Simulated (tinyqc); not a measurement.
Electromigration in a confined line: Blech product, Korhonen stress evolution and Black's law: one step, computed by the program tinyqc. Command: `OMP_NUM_THREADS=1 python tinyqc.py 3017486 3017487 out.jsonl emigr walk`. One thread of a shared host (Intel(R) Xeon(R) Processor @ 2.30GHz), about 0.01 s of CPU time with the checks.

The electron wind pushes atoms from the cathode (x = 0) to the anode (x = L); blocking ends build a back stress (tension positive). The input rho is taken not to change with temperature. d sigma/dt = d/dx [kappa (d sigma/dx + G)], with zero flux at both ends and sigma = sigma_0 at t = 0.

Question. Extrapolation by Black's law. Median life t50 = A j^(-n) exp(E/(k_B T)); acceleration factor = t50(use)/t50(test) = (j/j_u)^n exp[(E/k_B)(1/T_u - 1/T)]. Temperatures in kelvin are T(C) + 273.15.

Inputs (values chosen for the exercise, close to those used for copper lines):
```
quantity,value,unit
activation energy E,0.879,eV
current density j,2.2,MA/cm^2
line length L,13,um
test temperature T,290,C
use temperature T_u,105,C
use current density j_u,0.89,MA/cm^2
current exponent n,1.2,-
```

Start: thermal stress.

Constants: k_B = 8.617333262e-05 eV/K.

Give: current factor; temperature factor; acceleration factor.

Answer.

current factor = 2.962

temperature factor = 7054

acceleration factor = 20896

Caution: the test j L lies below the critical product, so the line would not void in the test and the acceleration factor is formal. Caution: j_u L lies below the critical product, so the acceleration factor is formal: at use the line would not void.
